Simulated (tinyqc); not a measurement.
Inside a calculation. Model: off-state leakage of single and stacked transistors.

tinyqc, about 0.03 s, one thread, Intel Xeon 2.30GHz (shared host): `OMP_NUM_THREADS=1 python tinyqc.py 2242038 2242039 out.jsonl` Printed values are rounded.

n-channel devices of unit width. Subthreshold current I(Vg, Vs, Vd) = I0 (T/300 K)^0.5 exp[(Vg - Vs - VT(T) - gb (Vs - Vb) + dd (Vd - Vs))/(nf Vt)] (1 - exp(-(Vd - Vs)/Vt)), VT(T) = VT - cT (T - 300 K). Gate-edge tunnelling Ig (Vd/1 V) exp(ag (Vd - 1 V)), for a gate at 0 V, and band-to-band leakage Ab u exp(-Bb/u), u = Vd - Vb + 1 V, flow at a drain held at V; both are taken as independent of T. In a stack of off transistors (all gates at 0 V) the same subthreshold current passes through each.

Values chosen for this exercise; values of the order met in bulk silicon logic transistors: temperature T = 300 K; supply voltage V = 0.9 V; threshold at 300 K, zero drain and body bias VT = 0.46 V; fall of the threshold with temperature cT = 0.6 mV/K; current at threshold at 300 K I0 = 0.24 uA/um; slope factor nf = 1.29; drain-induced lowering per volt dd = 0.07; rise of the threshold per volt of source-body bias gb = 0.2; gate-edge tunnelling current at 1 V Ig = 5e-5 uA/um; exponential slope of the gate current ag = 4.1 1/V; prefactor of band-to-band leakage at the drain Ab = 10 uA/(um V); its exponential voltage Bb = 19 V; body voltage Vb = 0 V.

Constants: q = 1.602176634e-19 C, kB = 1.380649e-23 J/K, Vt = kB T/q. Results are converted to the units shown.

## Leakage of one transistor

Vg = Vs = 0, Vd = V; effective threshold VT(T) - gb Vb - dd V.

effective threshold = 0.397 V
parts (nA/um): subthreshold 0.00162258, gate edge 0.0298643, band-to-band 0.862599
total = 0.894086 nA/um
shares (%): subthreshold 0.181479, gate edge 3.34020, band-to-band 96.4783

The band-to-band part is the largest.

## Starting value

Vx = dd V/(1 + gb + 2 dd), the solution for Vx well above Vt, rounded to three decimals.

Vx at the start = 0.047 V

## Iteration 1: new Vx

Stack of two, Vx the node between them: I_low = I(0, 0, Vx), I_up = I(0, Vx, V), f = ln(I_up/I_low), f' = -(1 + gb + 2 dd)/(nf Vt) - 1/(Vt (exp(Vx/Vt) - 1)) - 1/(Vt (exp((V - Vx)/Vt) - 1)), Vx(new) = Vx - f/f'.

I_low = 2.26823e-4 nA/um
I_up = 2.70946e-4 nA/um
f = 0.177747
f' = -47.6778 1/V
Vx after iteration 1 = 0.0507281 V

## Iteration 2: new Vx

As before.

I_low = 2.34555e-4 nA/um
I_up = 2.35085e-4 nA/um
f = 0.00225467
f' = -46.5064 1/V
Vx after iteration 2 = 0.0507766 V

## Iteration 3: new Vx

As before.

I_low = 2.34651e-4 nA/um
I_up = 2.34651e-4 nA/um
f = 3.34288e-7
f' = -46.4926 1/V
Vx after iteration 3 = 0.0507766 V

## Course of the iteration

Stop when the step is below 1e-11 V, or after 40 iterations.

Course of the iteration:
```
iteration,Vx before the step (V),step (V)
1,0.047,3.73e-3
2,0.0507281,4.85e-5
3,0.0507766,7.19e-9
4,0.0507766,< 1e-15
```

Converged in 4 iterations. The subthreshold current of the stack is 2.347e-4 nA/um, 6.91 times less than that of one transistor (the drain leakage is unchanged); the estimate exp[dd V (1 + gb + dd)/((1 + gb + 2 dd) nf Vt)] gives 5.99.
